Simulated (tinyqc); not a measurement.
What moves the results: thin-film optics by transfer matrices. A value that a table varies takes the place of the one given here.

Indices N = n + i k. Snell: N0 sin(theta) = N_j sin(theta_j), with Im(N_j cos theta_j) >= 0. Admittance y_j = N_j cos theta_j for s and N_j/cos theta_j for p. Phase delta_j = 2 pi N_j cos theta_j d_j/lambda. Layer matrix [[cos delta, -i sin delta/y], [-i y sin delta, cos delta]], multiplied from the top down to M. (B, C) = M (1, y_sub); r = (y0 B - C)/(y0 B + C), R = |r|^2, T = 4 Re y0 Re y_sub/|y0 B + C|^2, absorbed in the films 1 - R - T.

Ellipsometry: rho = tan(Psi) exp(i Delta) = -conj(r_p/r_s) with the r of the admittance formula, Delta in 0 to 360 degrees, so that a bare dielectric at small angles gives Delta = 180.

Inputs chosen for the exercise (indices near those of resist, ARC, SiO2 on Si; not measured data):
- lam = 633 nm (vacuum wavelength)
- n0 = 1 (ambient index)
- n = (1.633, 1.66, 1.471, 3.891) (n of resist, ARC, SiO2, substrate)
- k = (0, 0.02, 0, 0.021) (k in the same order)
- d = (328, 29.8, 243) nm (thicknesses, top first)
- theta = 70 degrees (angle of incidence)
- pol = s (polarisation)

## Swing curve: thickness of the top film

The first entry of d takes the values listed.

Stack:

| d_1 (nm) | R | T | absorbed |
|---|---|---|---|
| 328.0 | 0.3308 | 0.6635 | 0.0057 |
| 367.5 | 0.0265 | 0.9653 | 0.0083 |
| 407.0 | 0.4401 | 0.5552 | 0.0047 |
| 446.5 | 0.6680 | 0.3292 | 0.0028 |
| 486.0 | 0.7125 | 0.2850 | 0.0024 |
| 525.5 | 0.6323 | 0.3646 | 0.0031 |
| 565.0 | 0.3306 | 0.6637 | 0.0057 |
| 604.5 | 0.0265 | 0.9652 | 0.0082 |
| 644.0 | 0.4403 | 0.5550 | 0.0047 |
| 683.5 | 0.6680 | 0.3292 | 0.0028 |
| 723.0 | 0.7125 | 0.2850 | 0.0024 |
| 762.5 | 0.6322 | 0.3646 | 0.0031 |
| 802.0 | 0.3304 | 0.6639 | 0.0057 |

R swings between 0.0265 and 0.7125 on these points. The period is lambda/(2 Re(N_1 cos theta_1)) = 237.0 nm, six rows. The film does not absorb, so the swing repeats exactly. The swing ratio (max - min)/mean is 1.50.

## Angle of incidence

Both polarisations.

Stack:

| theta (degrees) | R_s | R_p | Psi | Delta |
|---|---|---|---|---|
| 0 | 0.3541 | 0.3541 | 45.00 | 180.00 |
| 15 | 0.3593 | 0.3341 | 43.96 | 180.54 |
| 30 | 0.3327 | 0.2427 | 40.50 | 186.81 |
| 45 | 0.1659 | 0.1054 | 38.56 | 216.34 |
| 55 | 0.0092 | 0.1046 | 73.50 | 229.89 |
| 60 | 0.0215 | 0.1355 | 68.28 | 93.00 |
| 65 | 0.1423 | 0.1749 | 47.95 | 78.36 |
| 70 | 0.3308 | 0.2206 | 39.24 | 65.71 |
| 75 | 0.5251 | 0.2837 | 36.32 | 50.99 |
| 80 | 0.6969 | 0.3936 | 36.93 | 34.56 |
| 85 | 0.8493 | 0.6052 | 40.17 | 17.33 |

R_s and R_p agree at normal incidence (0.3541). R_p is lowest at 55 degrees of those listed (0.1046), where R_s = 0.0092: both are low, so this is an interference minimum, not a Brewster effect. R_s does not rise steadily, because the phase thickness of the films changes with the angle. R_p exceeds R_s at 55, 60 and 65 degrees, where Psi is above 45.

## Thickness of the antireflection layer under the resist

Light arrives at normal incidence from inside the resist, taken as the ambient with its real index n; the second entry of d takes the values listed.

Reflectance back into the resist:

| d_2 (nm) | R |
|---|---|
| 0 | 0.1799 |
| 10 | 0.1777 |
| 20 | 0.1748 |
| 30 | 0.1713 |
| 40 | 0.1674 |
| 50 | 0.1634 |
| 60 | 0.1597 |
| 80 | 0.1539 |
| 100 | 0.1513 |
| 120 | 0.1518 |

Without the layer R = 0.1799; the lowest value listed is 0.1513 at 100 nm, against a quarter wave lambda/(4 n) = 95.3 nm. A very thick layer would leave only its top interface, R = 0.0001, but k is too small for that at these thicknesses.

## Sensitivity of the reflectance

R for both polarisations. Each row changes one parameter from the base and keeps the others.

Results:

| case | R_s | R_p | T_s |
|---|---|---|---|
| base | 0.3308 | 0.2206 | 0.6635 |
| d = (333, 29.8, 243) nm | 0.2710 | 0.2286 | 0.7228 |
| n = (1.666, 1.66, 1.471, 3.891) | 0.2189 | 0.2275 | 0.7745 |
| k = (0, 0.02, 0, 0.033) | 0.3297 | 0.2208 | 0.6646 |
| lam = 638 nm | 0.3835 | 0.2129 | 0.6110 |
| theta = 75 degrees | 0.5251 | 0.2837 | 0.4701 |

The largest shifts from the base row, up to three for each result and ties (the steps differ in size, so this ranks the rows, not the parameters). R_s: theta +0.1943, n -0.1119, d -0.0598. R_p: theta +0.0631, d +0.0080, lam -0.0077. T_s: theta -0.1934, n +0.1110, d +0.0593.

Run: tinyqc, `OMP_NUM_THREADS=1 python tinyqc.py 1682781 1682782 out.jsonl`; Intel(R) Xeon(R) Processor @ 2.30GHz, one thread, shared host; about 0.01 s of CPU time with all checks.
